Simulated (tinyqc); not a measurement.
From results back to parameters: Fermi-Dirac statistics of conduction electrons. Two cases, with inputs chosen for the exercise.

Problem. At zero temperature k_F = (3 pi^2 n)^(1/3) and E_F (1 + alpha E_F) = c k_F^2/m, c = hbar^2/2m0, m the density-of-states mass. The Fermi energies at two densities were computed from hidden m and alpha.

Constants: hbar^2/2m0 = 3.80998211 eV angstrom^2.

Case 1.

Values chosen (out of a larger set: near those of GaAs, lowest valleys alone; not measured data): nA = 9e+18 1/cm^3; nB = 3e+19 1/cm^3.

E_F at nA = 0.206521 eV
E_F at nB = 0.413225 eV

Case 2.

Values chosen (out of a larger set: near those of GaN, lowest valleys alone; not measured data): nA = 3e+19 1/cm^3; nB = 1e+20 1/cm^3.

E_F at nA = 0.173023 eV
E_F at nB = 0.372430 eV

Find: k_F at nA and nB; m; alpha.

Solution. c k^2 (1/m) - E^2 alpha = E is linear in 1/m and alpha; two densities give two equations.

Case 1.

k_F at nA and nB (1/angstrom): 0.06435  0.09613

m = 0.0676 m0
alpha = 0.63 1/eV

Case 2.

k_F at nA and nB (1/angstrom): 0.09613  0.14360

m = 0.197 m0
alpha = 0.19 1/eV

Computed by tinyqc, one run a case: `OMP_NUM_THREADS=1 python tinyqc.py N N+1 out.jsonl` with N = 1681108, 1681126; one thread of a shared Intel(R) Xeon(R) Processor @ 2.30GHz, about 0.01 s a run at most.
